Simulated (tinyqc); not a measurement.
Interdiffusion of a quantum well during annealing: blurred potential and shift of the confined levels. Changing the anneal temperature T. Computed by tinyqc, a small Python program. Command: `OMP_NUM_THREADS=1 python tinyqc.py 3007195 3007196 out.jsonl qwi sweep`. One thread of a shared host (Intel(R) Xeon(R) Processor @ 2.30GHz), about 0.08 s of CPU time with the checks.

A square well of width w is blurred by Fick diffusion with a constant coefficient; band offsets are linear in composition, masses are uniform, and strain and excitons are ignored.

Inputs (values chosen for the exercise, modelled on SiGe in silicon (holes and electrons as a model)):
```
quantity,value,unit
well width w,9.1,nm
electron mass m_e,0.182,m_0
hole mass m_h,0.277,m_0
conduction offset V_c,0.036,eV
valence offset V_v,0.26,eV
prefactor D0,0.83,cm^2/s
activation energy E,4.1,eV
anneal time t,460,s
```

Constants: k_B = 8.617333262e-05 eV/K; hbar^2/(2 m_0) = 3.80998212 eV angstrom^2.

Method:
- D = D0 exp(-E/(k_B T)); L = sqrt(D t); share of well material at the centre erf(w/(4L)); 1 nm = 1e-7 cm.
- Temperatures in kelvin are T(C) + 273.15.
- With L = sqrt(D t) and the share at the centre erf(w/(4L)). After the anneal: V(z) = V {1 - (1/2)[erf((w/2 - z)/(2L)) + erf((w/2 + z)/(2L))]}, energies counted from the original well bottom. Finite differences on 3000 points over |z| < w/2 + 6L + 25 nm; shifts are taken against the same grid with cell-averaged square steps.
- Rise of the bottom = V (1 - share at the centre). Overlap = |<electron|hole>|^2.

One run for each value:
```
anneal temperature T (C),blue shift of the transition (meV),diffusion length L (nm),share at the centre
840,0.140,0.1022,1.0000
860,0.290,0.1491,1.0000
880,0.580,0.2145,1.0000
900,1.129,0.3050,1.0000
920,2.145,0.4284,1.0000
940,4.013,0.5951,1.0000
960,7.499,0.8180,0.9999
980,14.202,1.1129,0.9962
1000,27.005,1.4996,0.9681
```

Over the rows, blue shift of the transition (meV) rises from 0.140 to 27.0; diffusion length L (nm) rises from 0.102 to 1.50; share at the centre falls from 1.00 to 0.968, flat over part of the range. The apparent activation energy of the shift is 3.96 eV between the first rows and 4.42 eV between the last, against E = 4.1 eV: only small shifts measure E directly.
